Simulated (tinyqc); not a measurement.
Band offset from the macroscopic average of a supercell potential: one step. The dipole behind the step. Two cases, with inputs chosen for the exercise.

Task: A step dV of the mean electron energy from A to B across an interface equals 4 pi (e^2/4 pi eps0) times a dipole per area p (in e angstrom per angstrom^2). For a change of 0.1 eV in dV, give the charge per area moved over 2 angstrom in a medium of dielectric constant eps: sigma = 0.1 eps/(4 pi (e^2/4 pi eps0) 2). 1 angstrom^-2 = 1e16 cm^-2.

Constants: e^2/(4 pi eps0) = 14.39964547 eV angstrom.

Give: |p|; sigma.

Case 1.

Values chosen (out of a larger set: gaps near those of GaAs and AlAs; not measured data): eps = 13.6 (dielectric constant at the interface).

dV = B - A = -6.03999 eV

Result:

|p| = 0.03338 e/angstrom
sigma = 3.76e+13 e/cm^2

With about 7e14 atoms per cm^2 in a plane (as on a silicon (100) face), 5.4 % of an electron per atom shifts the line-up by 0.1 eV.

Case 2.

Values chosen (out of a larger set: gaps near those of InAs and GaSb; not measured data): eps = 11.1 (dielectric constant at the interface).

dV = B - A = -2.27000 eV

Result:

|p| = 0.01254 e/angstrom
sigma = 3.07e+13 e/cm^2

With about 7e14 atoms per cm^2 in a plane (as on a silicon (100) face), 4.4 % of an electron per atom shifts the line-up by 0.1 eV.

Computed by tinyqc, one run a case: `OMP_NUM_THREADS=1 python tinyqc.py N N+1 out.jsonl` with N = 1881221, 1881275; one thread of a shared Intel(R) Xeon(R) Processor @ 2.30GHz, about 0.01 s a run at most.
